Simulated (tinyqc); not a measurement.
# Square on-chip spiral inductor, lumped pi model, step by step

Program tinyqc, `OMP_NUM_THREADS=1 python tinyqc.py 2302067 2302068 out.jsonl`; Intel Xeon 2.30GHz, shared host, one thread, about 0.01 s. Printed values are rounded.

Outer diameter do = di + 2 n wd + 2 (n - 1) sp, mean da = (do + di)/2, fill p = (do - di)/(do + di), length l = 4 n da. L = 2.34 mu0 n^2 da/(1 + 2.75 p), mu0 = 4 pi 1e-7 H/m. Rs = rho l/(wd delta (1 - exp(-th/delta))), delta = sqrt(rho/(pi f mu0)). Cs = n wd^2 eps0 eo/hu across the coil. At each end Cox = l wd eps0 eo/(2 ho) leads to the substrate branch Rsi = 2 rs he/(l wd) in parallel with Csi = l wd eps0 11.7/(2 he). With one end grounded Y = 1/(Rs + i w L) + i w Cs + 1/[1/(i w Cox) + 1/(1/Rsi + i w Csi)], w = 2 pi f; Q = -Im Y/Re Y. Eddy currents in neighbouring turns and in the substrate are left out.

Values chosen for this exercise; values of the order met in silicon radio-frequency processes: number of turns n = 5.5; line width wd = 20 um; space between turns sp = 2 um; inner diameter di = 100 um; metal thickness th = 0.9 um; metal resistivity rho = 3 uohm cm; oxide below the coil ho = 4.9 um; oxide between coil and underpass hu = 1.1 um; relative permittivity of the oxide eo = 4.1; substrate resistivity rs = 10 ohm cm; effective spreading depth in the substrate he = 50 um; frequency f = 1.9 GHz.

Constants: eps0 = 8.8541878128e-12 F/m. Results are converted to the units shown.

## Geometry and model elements

do, l, L, delta, Rs, Cs, Cox, Rsi and Csi as defined.

do = 338 um
l = 4818 um
L = 7.809943 nH
delta = 1.999880 um
Rs = 9.971926 ohm
Cs = 72.60434 fF
Cox = 356.9466 fF
Rsi = 103.7775 ohm
Csi = 99.82318 fF

Rs is 1.24 times the direct-current value in this empirical form, which overstates the skin effect of a flat slab when delta is near th and so stands in for some current crowding.

## Admittance, quality factor and apparent inductance

Series branch 1/(Rs + i w L), substrate branch, total Y, Q = -Im Y/Re Y, apparent inductance Im(1/Y)/w, metal-only value w L/Rs, share of the loss in the substrate Re(substrate branch)/Re Y.

series branch = 1.13417-10.60422i mS
substrate branch = 1.427334+3.453530i mS
Y = 2.561500-6.283939i mS
Q = 2.453226
apparent inductance = 11.43080 nH
w L/Rs = 9.349800
share of the loss in the substrate = 55.72259 %

Q is 26.2 % of the metal-only value.
